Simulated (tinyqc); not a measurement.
Surface segregation during layer-by-layer epitaxy: two-layer exchange kinetics and the shape of quantum wells and delta layers: one step, computed by the program tinyqc.

Atoms A and B exchange only between the growing layer and the one below it. B is supplied for N layers, then pure A follows.

Task: Exchange rates. p1 = nu exp(-E1/(k_B T)) (B up, A down), p2 = nu exp(-(E1 + E_s)/(k_B T)) (B down); time per layer tau = 1/G; K = p1/p2. Temperatures in kelvin are T(C) + 273.15. Dilute equilibrium share passed up per layer R_eq = K/(1 + K).

Inputs (values chosen for the exercise, close to those used for antimony in silicon): barrier E1 for B to move up = 1.75 eV; segregation energy E_s = 0.56 eV; attempt frequency nu = 10 THz; growth rate G = 0.46 layers/s; temperature T = 340 C.

Constants: k_B = 8.617333262e-05 eV/K.

Give: p1; p2; p1 tau; K; R_eq.

Result:

p1 = 0.04130 1/s

p2 = 1.030e-06 1/s

p1 tau = 0.08977

K = 40079

R_eq = 1.0000

Exchange is slow against growth: segregation is kinetically frozen.
